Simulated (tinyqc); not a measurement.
## Electron mobility in a silicon inversion layer, empirical terms and Matthiessen rule: effect of the temperature

Inversion layer of sheet density Ns on a uniformly doped body. The mobility terms are empirical power laws with prefactors chosen for the exercise; adding their inverses (Matthiessen) is itself an approximation.

Nc and Nv are given at 300 K and scale as (T/300 K)^1.5; Eg is fixed. ni = sqrt(Nc Nv) exp(-Eg/(2 Vt)), Eg in volts; Ndep = sqrt(2 eps0 eps_r Nb (2 Vt ln(Nb/ni) + Vsb)/q); E = q (Ndep + eta Ns)/(eps0 eps_r), in MV/cm. With t = T/(300 K): muC = Ac (Ns/1e12 cm^-2) t/(Nb/1e17 cm^-3 + Nit/1e11 cm^-2), muP = Ap E^(-1/3) t^(-1.75), muS = As E^(-gs); 1/mu is the sum of the inverses.

Parameters, values chosen for the exercise; material values close to those of silicon: band gap Eg = 1.1 eV; relative permittivity of the semiconductor eps_r = 11.6; conduction-band density of states at the reference temperature Nc = 2.79e19 cm^-3; valence-band density of states at the reference temperature Nv = 2.66e19 cm^-3; body doping Nb = 1e17 cm^-3; reverse body bias Vsb = 0.6 V; weight of the inversion charge in the effective field eta = 0.5; phonon-limited mobility at 1 MV/cm and 300 K Ap = 405 cm^2/(V s); roughness-limited mobility at 1 MV/cm As = 919 cm^2/(V s); exponent of the roughness term gs = 2; Coulomb prefactor Ac = 1900 cm^2/(V s); charge at the interface Nit = 1.2e10 cm^-2; inversion density Ns = 7.2e11 cm^-2.

Constants: q = 1.602176634e-19 C, kB = 1.380649e-23 J/K, Vt = kB T/q, eps0 = 8.8541878128e-14 F/cm where lengths are in cm. Results are converted to the units shown.

Results:
```
T (K),E (MV/cm),muC (cm^2/(V s)),muP (cm^2/(V s)),muS (cm^2/(V s)),mu (cm^2/(V s))
120,0.2804,488.6,3075,1.168e4,406.9
160,0.2776,651.4,1865,1.193e4,464.0
250,0.2703,1018,861.8,1.258e4,450.0
300,0.2659,1221,629.8,1.300e4,402.7
350,0.2612,1425,483.8,1.347e4,351.7
400,0.2563,1629,385.4,1.399e4,304.9
450,0.2511,1832,315.8,1.458e4,264.5
```

Estimate the missing row, T = 200 K.

Computed row:
```
T (K),E (MV/cm),muC (cm^2/(V s)),muP (cm^2/(V s)),muS (cm^2/(V s)),mu (cm^2/(V s))
200,0.2745,814.3,1267,1.220e4,476.3
```

With this row back in the table: As T goes from 120 to 450 K, E falls from 0.280 to 0.251 MV/cm and mu goes from 407 through a maximum of 476 (at T = 200 K among the rows listed) to 264 cm^2/(V s). The smallest term is the Coulomb one in the first row and the phonon one in the last. Coulomb scattering weakens and phonon scattering grows with T, hence the maximum. For T = 120 to 160 K dopant freeze-out and degenerate screening, left out here, matter.

Numbers from tinyqc (`OMP_NUM_THREADS=1 python tinyqc.py 2510142 2510143 out.jsonl`; about 0.01 s on one thread of a shared Intel Xeon 2.30GHz).
